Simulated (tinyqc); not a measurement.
Inside a calculation. Method: CIS and TDHF on RHF in the sto-6g basis, for H2, spin multiplicity 1. Computed by tinyqc, a small Python program that keeps every step (integrals from PySCF). Settings: charge = 0, multiplicity = 1, basis = sto-6g, method = RHF, energy threshold = 1e-10, iteration cap = 58, orthogonalisation = canonical, start = core, DIIS depth = 6, TDHF = 1. Command: `OMP_NUM_THREADS=1 python tinyqc.py 25297 25298 out.jsonl` (the two numbers bound the seeds that draw the settings). One thread of a shared host (Intel(R) Xeon(R) Processor @ 2.60GHz), about 0.03 s of CPU time with the checks. The early iterations of the SCF are left out here.

## One-electron integrals

Geometry (angstrom):
```
atom        x        y        z
H     0.00000  0.00000  0.00000
H     0.00000  0.00000  0.79800
```

Basis sto-6g: exponents (1/bohr^2) and contraction coefficients of normalised primitives:
```
element  l (shell)  exponent  coefficient
H            s (1)  35.52322      0.00916
H            s (1)   6.51314      0.04936
H            s (1)   1.82214      0.16854
H            s (1)   0.62596      0.37056
H            s (1)   0.24308      0.41649
H            s (1)   0.10011      0.13033
```

Overlap, kinetic and nuclear-attraction integrals over the contracted functions; the nuclear repulsion is the sum of Za Zb / Rab.

nuclear repulsion = 0.6631293 hartree

overlap S, order 1H 1s, 2H 1s:
$$\begin{pmatrix}
1.00000 & 0.62201 \\
0.62201 & 1.00000
\end{pmatrix}$$

kinetic energy T (hartree), order 1H 1s, 2H 1s:
$$\begin{pmatrix}
0.76852 & 0.20196 \\
0.20196 & 0.76852
\end{pmatrix}$$

nuclear attraction V (hartree), order 1H 1s, 2H 1s:
$$\begin{pmatrix}
-1.85747 & -1.09697 \\
-1.09697 & -1.85747
\end{pmatrix}$$

core Hamiltonian H = T + V (hartree), order 1H 1s, 2H 1s:
$$\begin{pmatrix}
-1.08895 & -0.89501 \\
-0.89501 & -1.08895
\end{pmatrix}$$

## Two-electron integrals

Functions are numbered as in S; the eight-fold symmetry (ij|kl) = (ji|kl) = (kl|ij) leaves the list below.

Two-electron integrals (ij|kl) in chemists' order, unique and non-zero (hartree):
```
(11|11) 0.77500   (21|11) 0.41190   (21|21) 0.26047   (22|11) 0.54838
(22|21) 0.41190   (22|22) 0.77500
```

## Orthogonalisation

S = U s U^T; canonical form X = U s^(-1/2), so that X^T S X = 1. Each column of U has its largest component positive (the first on a tie).

eigenvalues of S: [0.37799, 1.62201]

X, order 1H 1s, 2H 1s:
$$\begin{pmatrix}
1.15012 & 0.55521 \\
-1.15012 & 0.55521
\end{pmatrix}$$

## Iteration 2 (converged): orbitals

converged F (hartree), order 1H 1s, 2H 1s:
$$\begin{pmatrix}
-0.33831 & -0.56923 \\
-0.56923 & -0.33831
\end{pmatrix}$$

Diagonalise F' = X^T F X, C = X C', fill 1 alpha and 1 beta electrons from the bottom; D = 2 C_occ C_occ^T. Each column has its largest component positive (the first on a tie).

F' = X^T F X (hartree):
$$\begin{pmatrix}
0.61091 & 0.00000 \\
0.00000 & -0.55951
\end{pmatrix}$$

orbital energies (hartree): MO1 -0.55951, MO2 0.61091

coefficients C, order 1H 1s, 2H 1s:
$$\begin{pmatrix}
0.55521 & 1.15012 \\
0.55521 & -1.15012
\end{pmatrix}$$

D after iteration 2, order 1H 1s, 2H 1s:
$$\begin{pmatrix}
0.61652 & 0.61652 \\
0.61652 & 0.61652
\end{pmatrix}$$

## Convergence

Stop when the energy changes by less than 1e-10 hartree and every element of the error matrix X^T (F D S - S D F) X is below 3e-06.

Course of the cycle:
```
iteration  E (hartree)     change  largest element of the error matrix
1           -1.1195363          -                             2.84e-16
2           -1.1195363  -4.44e-16                             7.80e-16
```

PySCF RHF in the same basis = -1.1195363 hartree

Converged in 2 iterations.

## Integrals over molecular orbitals

(pq|rs) = sum C_ip C_jq C_kr C_ls (ij|kl), one index at a time.

one-electron integrals over orbitals h = C^T H C (hartree):
$$\begin{pmatrix}
-1.22315 & 0.00000 \\
0.00000 & -0.51308
\end{pmatrix}$$

Two-electron integrals over orbitals (pq|rs), unique and non-zero (hartree):
```
(11|11) 0.66364   (21|21) 0.18481   (22|11) 0.65440   (22|22) 0.68845
```

## CIS matrix, singlets

A(ia,jb) = (e_a - e_i) d_ij d_ab + 2 (ia|jb) - (ij|ab).

CIS matrix A, singlet (hartree), order 1>2:
$$\begin{pmatrix}
0.88564
\end{pmatrix}$$

## CIS singlet states

dipole integrals <i|r|a> (bohr), order 1>2:
$$\begin{pmatrix}
0.00000 & 0.00000 & -0.96295
\end{pmatrix}$$

Diagonalise A (1 hartree = 27.211386 eV); each vector has its largest component positive (the first on a tie). The transition dipole is mu = sqrt2 sum c_ia <i|r|a>.

singlet excitation energies (eV): [24.09957]

lowest vectors, order 1>2:
$$\begin{pmatrix}
1.00000
\end{pmatrix}$$

oscillator strengths 2/3 w |mu|^2: [1.09498]

## TDHF (RPA) singlet states

B(ia,jb) = 2 (ia|jb) - (ib|ja); the squared energies are the eigenvalues of (A - B)(A + B); 1 hartree = 27.211386 eV.

TDHF matrix B, singlet (hartree), order 1>2:
$$\begin{pmatrix}
0.18481
\end{pmatrix}$$

squared energies w^2 (hartree^2): [0.75021]

TDHF energies from the positive w^2 (eV): [23.56904]

## CIS matrix, triplets

A(ia,jb) = (e_a - e_i) d_ij d_ab - (ij|ab).

CIS matrix A, triplet (hartree), order 1>2:
$$\begin{pmatrix}
0.51603
\end{pmatrix}$$

## CIS triplet states

Diagonalise A (1 hartree = 27.211386 eV); each vector has its largest component positive (the first on a tie).

triplet excitation energies (eV): [14.04176]

lowest vectors, order 1>2:
$$\begin{pmatrix}
1.00000
\end{pmatrix}$$

## TDHF (RPA) triplet states

B(ia,jb) = - (ib|ja); the squared energies are the eigenvalues of (A - B)(A + B); 1 hartree = 27.211386 eV.

TDHF matrix B, triplet (hartree), order 1>2:
$$\begin{pmatrix}
-0.18481
\end{pmatrix}$$

squared energies w^2 (hartree^2): [0.23213]

TDHF energies from the positive w^2 (eV): [13.11035]
